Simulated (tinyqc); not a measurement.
Worked calculation: coherent transport through a tight-binding region between two chains. One step of it, computed by the program tinyqc.

Question. Transmission at E = -0.57 eV. Surface Green function g = (E - i sqrt(4 t^2 - E^2)) / (2 t^2); self-energy tc^2 g on each contact site; G = (E - H - Sigma)^(-1); Gamma = -2 Im Sigma; T = Gamma_L Gamma_R |G_LR|^2; local density of states -Im G_ii / pi.

H of the central region (eV):
$$\begin{pmatrix}
-0.710000 & -1.530000 & 0.000000 & 0.000000 & 0.000000 & -1.530000 \\
-1.530000 & 0.510000 & -1.530000 & 0.000000 & 0.000000 & 0.000000 \\
0.000000 & -1.530000 & -0.400000 & -1.530000 & 0.000000 & 0.000000 \\
0.000000 & 0.000000 & -1.530000 & 0.430000 & -1.530000 & 0.000000 \\
0.000000 & 0.000000 & 0.000000 & -1.530000 & -0.390000 & -1.530000 \\
-1.530000 & 0.000000 & 0.000000 & 0.000000 & -1.530000 & -0.920000
\end{pmatrix}$$

Leads: semi-infinite chains with site energy 0:
```
parameter                           value
lead hopping t (eV)              2.430000
coupling to the left lead (eV)   1.170000
coupling to the right lead (eV)  0.740000
left contact site                       1
right contact site                      4
```

E = -0.570000 eV

Give: g; G; local density of states; transmission.

Answer.

g = -0.048-0.409i 1/eV

G (1/eV):
$$\begin{pmatrix}
0.180-0.042i & 0.324-0.032i & 0.049+0.020i & -0.319+0.034i & -0.246+0.049i & 0.290-0.028i \\
0.324-0.032i & 0.009-0.060i & 0.336-0.011i & 0.028+0.059i & -0.309+0.044i & -0.065-0.054i \\
0.049+0.020i & 0.336-0.011i & 0.189-0.027i & 0.339+0.008i & 0.028-0.017i & -0.335-0.010i \\
-0.319+0.034i & 0.028+0.059i & 0.339+0.008i & 0.010-0.058i & 0.313-0.046i & 0.027+0.053i \\
-0.246+0.049i & -0.309+0.044i & 0.028-0.017i & 0.313-0.046i & 0.164-0.058i & 0.360+0.039i \\
0.290-0.028i & -0.065-0.054i & -0.335-0.010i & 0.027+0.053i & 0.360+0.039i & 0.015-0.048i
\end{pmatrix}$$

local density of states (1/eV): [0.013, 0.019, 0.009, 0.019, 0.018, 0.015]

transmission = 0.051
